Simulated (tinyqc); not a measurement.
# Worked calculation: MOS structure on a p-type body with a doping step, non-linear Poisson equation by Newton steps

Numbers from tinyqc (`OMP_NUM_THREADS=1 python tinyqc.py 2080102 2080103 out.jsonl`; about 0.6 s on one thread of a shared Intel Xeon 2.30GHz). Printed values are rounded; ~0 in a residual or rate marks an entry under 1e-11 of the largest of its column.

One dimension, insulator interface at x = 0, acceptor density N1 for x < x1 and Na beyond, net doping C = -(acceptor density). psi is counted from the intrinsic level: n = ni exp((psi - Vb)/Vt), p = ni exp(-psi/Vt); deep in the body psi_b = -Vt ln(Na/ni). The gate acts through Cox = eps0 eox/tox and has the potential psi_G = Vg - (phiM - chi - Vt ln(Nc/ni)). Boltzmann statistics, full ionisation, classical densities, no oxide or interface charge.

Inputs (values chosen for the exercise); band and dielectric values those of a made-up semiconductor:

| symbol | value | unit | meaning |
|---|---|---|---|
| T | 300 | K | temperature |
| Eg | 1.44 | eV | band gap |
| eps_r | 10.5 |  | relative permittivity |
| Nc | 3.11e19 | cm^-3 | conduction-band density of states at T |
| Nv | 3.08e19 | cm^-3 | valence-band density of states at T |
| chi | 3.37 | eV | electron affinity |
| Na | 1.4e18 | cm^-3 | acceptor density deep in the body |
| eox | 7.33 |  | relative permittivity of the gate insulator (close to silicon nitride) |
| tox | 2.3 | nm | insulator thickness |
| phiM | 3.61 | eV | gate work function |
| Vb | 0 | V | electron quasi-Fermi potential against the body |
| x1 | 19 | nm | depth of the doping step |
| N1 | 7e18 | cm^-3 | acceptor density above the step |
| Vg | 1.73 | V | gate voltage against the body |

Constants: q = 1.602176634e-19 C, kB = 1.380649e-23 J/K, Vt = kB T/q, eps0 = 8.8541878128e-14 F/cm where lengths are in cm. Results are converted to the units shown.

Range of the model: On a fine mesh the surface electron density exceeds 0.3 Nc, so degeneracy and confinement would lower the charge and push it away from the interface.

## Scales and end potentials

ni = sqrt(Nc Nv) exp(-Eg/(2 Vt)), Eg in volts; Cox, psi_G and psi_b as defined.

ni = 2.48421e7 cm^-3
Cox = 2.82179 uF/cm^2
psi_G = 2.21013 V
psi_b = -0.639965 V

## Net doping on the mesh

x, node 0 to 12 (nm): [0, 0.3, 0.76, 1.46, 2.54, 4.19, 6.72, 10.6, 16.5, 25.6, 39.6, 60.9, 93.6]

C = -(N1 for x < x1 and Na beyond), taken at the nodes.

net doping C, node 0 to 12 (cm^-3): [-7e18, -7e18, -7e18, -7e18, -7e18, -7e18, -7e18, -7e18, -7e18, -1.4e18, -1.4e18, -1.4e18, -1.4e18]

## Couplings between neighbouring nodes

a_i = eps0 eps_r/h_i for the interval from node i to i + 1, with h_i = x_(i+1) - x_i in cm.

coupling a_i, interval 0 to 11 (F/cm^2): [3.09897e-5, 2.02106e-5, 1.32813e-5, 8.60824e-6, 5.63448e-6, 3.67466e-6, 2.39611e-6, 1.57575e-6, 1.02164e-6, 6.64064e-7, 4.36474e-7, 2.84309e-7]

## Starting potential

psi_b + U (1 - x/W)^2 for x < W and psi_b beyond, with U = Vb - 2 psi_b and W = sqrt(2 eps0 eps_r U/(q Na)).

psi at the start, node 0 to 12 (V): [0.639965, 0.616497, 0.580935, 0.527797, 0.448133, 0.331858, 0.166328, -0.057527, -0.328317, -0.581309, -0.639965, -0.639965, -0.639965]

## Iteration 1: densities, residual and Jacobian diagonal

n_i = ni exp((psi_i - Vb)/Vt), p_i = ni exp(-psi_i/Vt), rho_i = p_i - n_i + C_i, g_i = (n_i + p_i)/Vt. Box widths w_i = (h_(i-1) + h_i)/2 in cm. Residual F_i = a_i (psi_(i+1) - psi_i) - a_(i-1) (psi_i - psi_(i-1)) + q rho_i w_i; Jacobian: a_(i-1) and a_i beside the diagonal, b_i = -a_(i-1) - a_i - q g_i w_i on it. Node 0 is free: w_0 = h_0/2, F_0 = a_0 (psi_1 - psi_0) + Cox (psi_G - psi_0) + q rho_0 w_0, b_0 = -a_0 - Cox - q g_0 w_0, with Cox = eps0 eox/tox, psi_G = Vg - (phiM - chi - Vt ln(Nc/ni)). The last node is fixed.

```
node   n (cm^-3)   p (cm^-3)
0         1.4e18  4.40806e-4
1     5.64786e17  0.00109268
2     1.42712e17  0.00432429
3     1.82724e16   0.0337738
4     8.38491e14    0.736000
5     9.33607e12     66.1016
6     1.54657e10     39903.1
7      2.68395e6   2.29933e8
8        75.8074  8.14075e12
9     0.00426209  1.44795e17
10    4.40806e-4      1.4e18
11    4.40806e-4      1.4e18
12    4.40806e-4      1.4e18
```

```
node  residual F (C/cm^2)  diagonal b (F/cm^2)
0              3.68321e-6          -3.39416e-5
1             -3.75329e-8          -5.13333e-5
2             -5.33649e-8          -3.35432e-5
3             -8.01130e-8          -2.18996e-5
4             -1.22489e-7          -1.42434e-5
5             -1.87519e-7          -9.30916e-6
6             -2.87559e-7          -6.07077e-6
7             -4.38740e-7          -3.97185e-6
8             -6.72913e-7          -2.59742e-6
9             -1.27621e-8          -2.72216e-6
10             3.89512e-8          -1.64146e-5
11                     ~0          -2.41473e-5
```

## Iteration 1: Newton step

Solve the tridiagonal system a_(i-1) d_(i-1) + b_i d_i + a_i d_(i+1) = -F_i for nodes 0 to 11, with d = 0 on fixed nodes. The full step is added.

Newton step d, node 0 to 11 (V): [0.704406, 0.652652, 0.579448, 0.474306, 0.321949, 0.110962, -0.161522, -0.459392, -0.633904, -0.244429, -0.007519, -0.000136]
psi after iteration 1, node 0 to 12 (V): [1.34437, 1.26915, 1.16038, 1.00210, 0.77008, 0.44282, 0.00481, -0.51692, -0.96222, -0.82574, -0.64748, -0.64010, -0.63997]

## Iteration 2: densities, residual and Jacobian diagonal

As before.

```
node   n (cm^-3)    p (cm^-3)
0     9.54192e29  6.46755e-16
1     5.19945e28  1.18691e-14
2     7.74027e26  7.97296e-13
3     1.69741e24  3.63571e-10
4     2.14787e20   2.87321e-6
5     6.82712e14     0.903937
6      2.99169e7    2.06281e7
7      0.0514439   1.19961e16
8     1.70055e-9   3.62899e23
9     3.33726e-7   1.84921e21
10    3.29557e-4   1.87260e18
11    4.38495e-4   1.40738e18
12    4.40806e-4       1.4e18
```

```
node  residual F (C/cm^2)  diagonal b (F/cm^2)
0                -2293.18             -88704.0
1                -316.557             -12245.0
2                -7.19274             -278.228
3              -0.0242040            -0.936275
4             -4.69709e-6          -1.95944e-4
5                      ~0          -9.31003e-6
6                      ~0          -6.07077e-6
7                      ~0          -4.00821e-6
8               0.0436071             -1.68680
9              3.41918e-4           -0.0132385
10                     ~0          -2.15842e-5
11                     ~0          -2.42708e-5
```

## Iteration 2: Newton step

As before.

Newton step d, node 0 to 11 (V): [-0.0258520, -0.0258520, -0.0258520, -0.0258520, -0.0256687, -0.0195212, -0.0100941, 0.0043634, 0.0258520, 0.0258296, 0.0016522, 0.0000301]
psi after iteration 2, node 0 to 12 (V): [1.31852, 1.24330, 1.13453, 0.97625, 0.74441, 0.42330, -0.00529, -0.51256, -0.93637, -0.79991, -0.64583, -0.64007, -0.63997]

## Course of the Newton iteration

Stop when the largest undamped |d| is below 1e-9 V, or after 80 iterations.

Course of the iteration:
```
iteration  largest |F| (C/cm^2)  largest |d| (V)  at node
1                       3.68e-6            0.704        0
2                          2290           0.0259        0
3                           844           0.0259        0
4                           310           0.0259        0
5                           114           0.0259        0
6                          42.0           0.0259        0
7                          15.5           0.0259        0
8                          5.68           0.0259        0
9                          2.09           0.0259        1
...                         ...              ...      ...
19                      9.44e-5           0.0255        0
20                      3.43e-5           0.0247        0
21                      1.22e-5           0.0227        0
22                      4.03e-6           0.0177        0
23                      1.08e-6          9.21e-3        0
24                      1.62e-7          1.96e-3        0
25                      5.65e-9          7.42e-5        0
26                     7.66e-12          1.02e-7        0
27                     1.43e-17         1.91e-13        0
```

Converged in 27 iterations. Once the step is below 0.1 Vt, 3 more iteration(s) reach the threshold: near the solution the error is roughly squared each time.

## Converged densities and sheet charges

converged psi, node 0 to 12 (V): [0.803184, 0.735549, 0.650964, 0.528645, 0.351550, 0.108158, -0.201254, -0.525755, -0.671994, -0.642643, -0.640073, -0.639967, -0.639965]

n and p as above; box widths w_i (half boxes at both ends); band bending psi_0 - psi_b; N_inv = sum w n; N_dep = -sum w (p + C); centroid sum w n x/N_inv; gate charge Cox (psi_G - psi_0)/q.

```
node   n (cm^-3)   p (cm^-3)
0     7.72822e20  7.98539e-7
1     5.64763e19  1.09272e-5
2     2.14241e18  2.88054e-4
3     1.88811e16   0.0326850
4     1.99971e13     30.8610
5      1.62993e9   3.78623e5
6        10334.0  5.97184e10
7      0.0365507  1.68842e16
8     1.27697e-4  4.83276e18
9     3.97425e-4  1.55282e18
10    4.38965e-4  1.40587e18
11    4.40773e-4  1.40011e18
12    4.40806e-4      1.4e18
```

band bending = 1.44315 V
N_inv = 1.38644e13 cm^-2
N_dep = 1.09150e13 cm^-2
centroid of the electrons = 0.0534267 nm
gate charge over q = 2.47794e13 cm^-2

N_inv + N_dep is within 0.01 % of the gate charge. A mesh of about 600 nodes or more gives a band bending of 1.462 V and N_inv = 1.360e13 cm^-2; this mesh is 2.0 % above the latter.
